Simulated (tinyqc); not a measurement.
Comparisons within one model: optical gain and spontaneous emission in a bulk direct-gap semiconductor. A value that a table varies takes the place of the one given here.

Parabolic bands, vertical transitions, no excitons. For each hole band j: mr = me mj/(me + mj); joint density of states J_j(E) = (mr/c)^(3/2) sqrt(E - Eg)/(2 pi^2), both spins, c = hbar^2/2m0; averaged matrix element |e.p|^2 = m0 Ep/6; alpha_j(E) = 4 pi^2 alpha_f c Ep J_j/(3 nr E) in 1/angstrom (alpha_f the fine-structure constant, listed as alpha among the constants), times 1e8 for 1/cm.

F_j(eta) = (1/Gamma(j + 1)) integral_0^infinity x^j dx/(1 + exp(x - eta)), which tends to exp(eta) for eta << 0.

Quasi-Fermi levels: n = Nc F_1/2(Fc/kT) and p = Nv F_1/2(Fv/kT), Fc counted up from the conduction edge and Fv down from the valence edge; Nc, Nv from N = 2 (m kB T/(4 pi c))^(3/2) with c = hbar^2/2m0, in 1/angstrom^3; times 1e24 for 1/cm^3, with me and (mhh^(3/2) + mlh^(3/2))^(2/3).

For band j the electron sits at Ee = (E - Eg) mr/me above its edge and the hole at Eh = (E - Eg) mr/mj; fe = 1/(1 + exp((Ee - Fc)/kT)), fh = 1/(1 + exp((Eh - Fv)/kT)); gain g = sum_j alpha_j (fe + fh - 1).

Spontaneous rate: R = integral of (nr E/(hbar c))^2/(pi^2 hbar) sum_j alpha_j fe fh dE, with alpha in 1/cm and (nr E/(hbar c))^2 in 1/cm^2 (1e16 per 1/angstrom^2); B = R/(n p); lifetime n/R.

Constants: hbar^2/2m0 = 3.80998211 eV angstrom^2; fine-structure constant alpha = 0.007297352564; kB = 8.617333262e-05 eV/K; hbar = 6.58211957e-16 eV s; hbar c = 1973.269805 eV angstrom.

Inputs chosen for the exercise (near those of InP; not measured data):

| symbol | value | unit | meaning |
|---|---|---|---|
| Eg | 1.368 | eV | direct gap |
| me | 0.0816 | m0 | electron mass |
| mhh | 0.594 | m0 | heavy-hole mass |
| mlh | 0.0917 | m0 | light-hole mass |
| Ep | 20.1 | eV | Kane energy |
| nr | 3.38 |  | refractive index |
| T | 300 | K |  |
| n | 4.8e+18 | 1/cm^3 | injected density, n = p |

## Peak gain against injection

The peak is the largest g over E; a dash marks no gain.

Gain:

| n (1/cm^3) | Fc (eV) | Fv (eV) | peak gain (1/cm) | peak E - Eg (eV) | B (cm^3/s) |
|---|---|---|---|---|---|
| 8.1e+17 | 0.0208 | -0.0695 | - | - | 1.22e-10 |
| 1.3e+18 | 0.0404 | -0.0569 | - | - | 1.14e-10 |
| 1.9e+18 | 0.0589 | -0.0466 | 65 | 0.0043 | 1.07e-10 |
| 2.3e+18 | 0.0696 | -0.0414 | 219 | 0.0102 | 1.02e-10 |
| 2.9e+18 | 0.0840 | -0.0349 | 480 | 0.0186 | 9.62e-11 |
| 3.7e+18 | 0.1012 | -0.0280 | 828 | 0.0289 | 8.95e-11 |
| 4.9e+18 | 0.1243 | -0.0199 | 1312 | 0.0428 | 8.14e-11 |
| 6.5e+18 | 0.1519 | -0.0114 | 1878 | 0.0585 | 7.31e-11 |

transparency density (Fc + Fv = 0) = 1.62e+18 1/cm^3

Gain starts at 1.62e+18 1/cm^3, where Fc = -Fv = 0.0509 eV: with Nv/Nc = 21 the electrons must be degenerate before the holes are. The slope of peak gain against n is 3.84e-16 cm^2 between the first two rows with gain and 3.54e-16 between the last two; the peak moves from 0.0043 to 0.0585 eV above the gap as the bands fill, and B falls by a factor 1.67. Line broadening and gap shrinkage are left out.

## Gain spectrum

At the density n.

Spectrum:

| E - Eg (eV) | alpha, empty (1/cm) | fe, heavy | fh, heavy | g (1/cm) |
|---|---|---|---|---|
| 0.005 | 2152 | 0.990 | 0.307 | 628 |
| 0.010 | 3032 | 0.988 | 0.302 | 852 |
| 0.020 | 4257 | 0.983 | 0.292 | 1104 |
| 0.030 | 5176 | 0.976 | 0.282 | 1228 |
| 0.045 | 6272 | 0.961 | 0.268 | 1270 |
| 0.060 | 7167 | 0.937 | 0.255 | 1171 |
| 0.080 | 8161 | 0.883 | 0.237 | 804 |
| 0.100 | 9000 | 0.792 | 0.221 | 93 |
| 0.130 | 10056 | 0.579 | 0.198 | -1760 |
| 0.170 | 11200 | 0.260 | 0.170 | -5068 |
| 0.220 | 12340 | 0.060 | 0.139 | -8434 |

Fc + Fv = 0.1020 eV

g is positive below E - Eg = 0.1020 eV; the largest value listed is 1270 1/cm at 0.045 eV. At 0.220 eV above the gap g is -0.68 times the absorption of the empty crystal, whose limit is -1.

## Transparency density and B against temperature

Eg is held fixed; B is taken at n = 1e15 1/cm^3.

Results:

| T (K) | transparency density (1/cm^3) | Fc/kT there | B (cm^3/s) |
|---|---|---|---|
| 100 | 3.13e+17 | 1.968 | 6.99e-10 |
| 150 | 5.74e+17 | 1.968 | 3.83e-10 |
| 200 | 8.84e+17 | 1.968 | 2.50e-10 |
| 250 | 1.24e+18 | 1.968 | 1.79e-10 |
| 300 | 1.62e+18 | 1.968 | 1.37e-10 |
| 350 | 2.05e+18 | 1.968 | 1.09e-10 |
| 400 | 2.50e+18 | 1.968 | 8.99e-11 |
| 500 | 3.50e+18 | 1.968 | 6.49e-11 |

Fc/kT at transparency stays at 1.968, since it depends on Nv/Nc alone, so the density goes as T^1.50. B goes as T^-1.48, against T^-1.5 for non-degenerate carriers: hot carriers spread over k and fewer pairs share a wave vector.

## What moves transparency and gain

Transparency is Fc + Fv = 0; the peak is the largest g over E at the density n (0 if none). Each row changes one parameter from the base and keeps the others.

Results:

| case | transparency density (1/cm^3) | Fc + Fv (eV) | peak gain (1/cm) |
|---|---|---|---|
| base | 1.62e+18 | 0.1020 | 1273 |
| me = 0.0938 m0 | 1.86e+18 | 0.0846 | 1311 |
| mhh = 0.356 m0 | 1.25e+18 | 0.1238 | 2105 |
| Ep = 22.1 eV | 1.62e+18 | 0.1020 | 1400 |
| T = 340 K | 1.96e+18 | 0.0916 | 1002 |
| n = 6.24e+18 1/cm^3 | 1.62e+18 | 0.1350 | 1792 |
| nr = 3.55 | 1.62e+18 | 0.1020 | 1212 |

The largest shifts from the base row, up to three for each result and ties (the steps differ in size, so this ranks the rows, not the parameters). transparency density (1/cm^3): mhh -3.72e+17, T +3.35e+17, me +2.33e+17; unchanged at the printed digits by Ep, n and nr. Fc + Fv (eV): n +0.0330, mhh +0.0218, me -0.0174; unchanged at the printed digits by Ep and nr. peak gain (1/cm): mhh +831, n +518, T -271.

tinyqc: `OMP_NUM_THREADS=1 python tinyqc.py 1680032 1680033 out.jsonl`; about 0.09 s, one thread, shared Intel(R) Xeon(R) Processor @ 2.30GHz.
